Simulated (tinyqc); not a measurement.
What each parameter does: band offset of a heterojunction with an interface dipole (two-band chains, self-consistent charge).

Sites alternate A, C. Left: A at -G1/2, C at +G1/2, hopping -t1; right: A at D - G2/2, C at D + G2/2, hopping -t2; the bonds across the two interfaces of a ring (C left to A right, C right to A left) have -sqrt(t1 t2). D is the offset of the mid-gaps, so Ev(right) - Ev(left) = D - (G2 - G1)/2 and Ec(right) - Ec(left) = D + (G2 - G1)/2. The closing bond has its sign reversed (antiperiodic ring). Half the levels are filled with two electrons each. The charge moved is q = (electrons on the left) less one a site; the mean over the two interfaces, q/2, is taken as the charge that crosses each, and its dipole opposes the offset: D = D0 - u q/2.

From here on the ring has 24 cells a side.

Parameters, chosen for this exercise (gaps near those of InGaAs and InP; the chains and D0 are free models, so the offsets are not those of the real pair; not measured data):
- G1 = 0.73 eV (gap on the left)
- G2 = 1.37 eV (gap on the right)
- t1 = 2.62 eV (hopping on the left)
- t2 = 2.59 eV (hopping on the right)
- D0 = 0.19 eV (mid-gap of the right side above that of the left, without dipole)
- u = 6 eV (potential step per electron moved across)

Self-consistent D by bisection, q there, and the two offsets.

Results for these values:
```
case  D (eV)       q  valence offset (eV)  conduction offset (eV)
base  0.0750  0.0383              -0.2450                  0.3950
```

What happens to each result for t1 = 3.013 eV, all else kept?

Answer: D rises from 0.0750 to 0.0751; q does not change at the printed digits; valence offset rises from -0.2450 to -0.2449; conduction offset rises from 0.3950 to 0.3951.

The same for each parameter in turn:
```
case           D (eV)       q  valence offset (eV)  conduction offset (eV)
base           0.0750  0.0383              -0.2450                  0.3950
G1 = 0.839 eV  0.0774  0.0375              -0.1881                  0.3429
G2 = 1.575 eV  0.0790  0.0370              -0.3435                  0.5015
t1 = 3.013 eV  0.0751  0.0383              -0.2449                  0.3951
t2 = 2.978 eV  0.0751  0.0383              -0.2449                  0.3951
D0 = 0.218 eV  0.0860  0.0440              -0.2340                  0.4060
u = 6.9 eV     0.0687  0.0352              -0.2513                  0.3887
```

(tinyqc, `OMP_NUM_THREADS=1 python tinyqc.py 1481553 1481554 out.jsonl`, Intel(R) Xeon(R) Processor @ 2.30GHz, 1 thread, shared host, about 0.4 s.)
